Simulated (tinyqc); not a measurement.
Extrapolating accelerated tests: lateral field, substrate current, probability of reaching the oxide barrier and hot-carrier lifetime of a silicon transistor (pseudo-two-dimensional and lucky-electron models). Computed by tinyqc, a small Python program. Command: `OMP_NUM_THREADS=1 python tinyqc.py 3017979 3017980 out.jsonl hotcar walk`. One thread of a shared host (Intel(R) Xeon(R) Processor @ 2.30GHz), about 0.01 s of CPU time with the checks.

Local-field models: a lucky carrier gains its energy at the peak field over a path free of collisions. Voltages are magnitudes.

Inputs (values chosen for the exercise, modelled on a silicon n-channel):
```
quantity                                value                      unit
channel length L                          400                        nm
oxide thickness t                         9.9                        nm
junction depth x_j                         74                        nm
mobility mu                               290                cm^2/(V s)
saturation velocity v_s                  0.86                  1e7 cm/s
threshold voltage V_T                    0.44                         V
gate voltage V_G                          2.4                         V
drain voltage V_D                         4.8                         V
ionisation prefactor A_i              2.3e+06                      1/cm
ionisation field B_i                     1.76                     MV/cm
hot-carrier mean free path lambda         6.9                        nm
oxide barrier phi_b                       3.1                        eV
interface-trap threshold phi_it           3.6                        eV
lifetime constant H                        40  s microampere/micrometre
length of the depleted extension L_n       55                        nm
```

Drain: lightly doped extension.

Constants: eps_0 = 8.8541878128e-12 F/m.

Method:
- C_ox = 3.9 eps_0/t; F_sat = 2 v_s/mu; V_Dsat = V_ov F_sat L/(V_ov + F_sat L), V_ov = V_G - V_T; I_D/W = C_ox v_s (V_ov - V_Dsat).
- Scale length l = 0.22 t^(1/3) x_j^(1/2) (all in cm); F_m = sqrt(((V_D - V_Dsat)/l_e)^2 + F_sat^2), with l_e = l + L_n; length of the velocity-saturated region l_e ln((V_D - V_Dsat)/(l_e F_sat) + F_m/F_sat).
- Substrate current I_sub/I_D = (A_i/B_i)(V_D - V_Dsat) exp(-B_i/F_m); probability of reaching the oxide barrier exp(-phi_b/(e lambda F_m)); lifetime tau = (H/(I_D/W)) exp(phi_it/(e lambda F_m)).
- V_10 solves tau = 3.156e8 s at the given V_G. The extrapolation fits ln(tau) against 1/V_D at 1, 1.08, 1.16 and 1.25 times the given V_D (rounded to 3 digits) by least squares and reads off the same tau.

V_Dsat = 1.07329 V

Stress points:
```
V_D (V)  1/V_D (1/V)     tau (s)
4.80         0.20833  1.0830e+06
5.18         0.19305  2.6174e+05
5.57         0.17953  7.7494e+04
6.00         0.16667  2.5147e+04
```

ten-year drain voltage V_10 = 3.7758 V

V_10 from the 1/V_D extrapolation = 3.6851 V

What follows from these numbers?

The extrapolation is 91 mV below the true value: ln(tau) is nearly linear in 1/(V_D - V_Dsat), not in 1/V_D, so the straight line errs on the safe side when one extrapolates down.

Extremes, crossings and ranges named in words are read from the listed rows.
